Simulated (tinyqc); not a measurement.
Kinetic against equilibrium segregation over temperature: surface segregation during layer-by-layer epitaxy: two-layer exchange kinetics and the shape of quantum wells and delta layers. Computed by tinyqc, a small Python program. Command: `OMP_NUM_THREADS=1 python tinyqc.py 3022457 3022458 out.jsonl mbeseg walk`. One thread of a shared host (Intel(R) Xeon(R) Processor @ 2.30GHz), about 0.01 s of CPU time with the checks.

Atoms A and B exchange only between the growing layer and the one below it. B is supplied for N layers, then pure A follows.

Inputs (values chosen for the exercise, close to those used for gallium in AlAs):

| quantity | value | unit |
|---|---|---|
| barrier E1 for B to move up | 1.93 | eV |
| segregation energy E_s | 0.1 | eV |
| attempt frequency nu | 1 | THz |
| growth rate G | 0.052 | layers/s |
| share x0 of B in the flux during the well | 0.52 | - |
| layers in the well N | 1 | - |
| layer thickness | 2.83 | angstrom |
| temperature T | 500 | C |

Constants: k_B = 8.617333262e-05 eV/K.

Method:
- p1 = nu exp(-E1/(k_B T)) (B up, A down), p2 = nu exp(-(E1 + E_s)/(k_B T)) (B down); time per layer tau = 1/G; K = p1/p2.
- Temperatures in kelvin are T(C) + 273.15.
- Each layer is deposited complete with B share x_dep and then exchanges for the time tau = 1/G with the layer below, whose share is b (total c = s + b fixed): ds/dt = p1 b (1 - s) - p2 s (1 - b), s(0) = x_dep. With the roots s1 < s2 of the right side, (s - s1)/(s - s2) = [(s(0) - s1)/(s(0) - s2)] exp(-(p1 - p2)(s2 - s1) tau). The lower layer is then buried with c - s, and s becomes the b of the next layer.
- In the dilute tail each layer passes up the share R = R_eq (1 - exp(-(p1 + p2) tau)); decay length = -layer thickness/ln R.
- R_eq = K/(1 + K).

Segregation:

| T (C) | p1 tau | R_eq | R | decay length (angstrom) | peak share |
|---|---|---|---|---|---|
| 380 | 2.4655e-02 | 0.85529 | 0.02430 | 0.761 | 0.50533 |
| 420 | 1.7836e-01 | 0.84213 | 0.16073 | 1.548 | 0.42528 |
| 460 | 1.0397e+00 | 0.82960 | 0.59268 | 5.410 | 0.20196 |
| 500 | 5.0500e+00 | 0.81771 | 0.81601 | 13.919 | 0.12557 |
| 540 | 2.0997e+01 | 0.80645 | 0.80645 | 13.156 | 0.13204 |
| 580 | 7.6381e+01 | 0.79579 | 0.79579 | 12.390 | 0.13727 |
| 620 | 2.4751e+02 | 0.78571 | 0.78571 | 11.735 | 0.14212 |
| 660 | 7.2512e+02 | 0.77619 | 0.77619 | 11.170 | 0.14662 |

What follows from these numbers?

The decay length peaks at 500 C among these rows: below, exchange is too slow; above, equilibrium rules and K = exp(E_s/(k_B T)) falls. p1 tau passes 1 between 420 and 460 C, below which sharp interfaces can be grown. Caution: decay lengths below one layer thickness are only formal. Caution: in the hottest rows B can desorb, which is left out.

Extremes, crossings and ranges named in words are read from the listed rows.
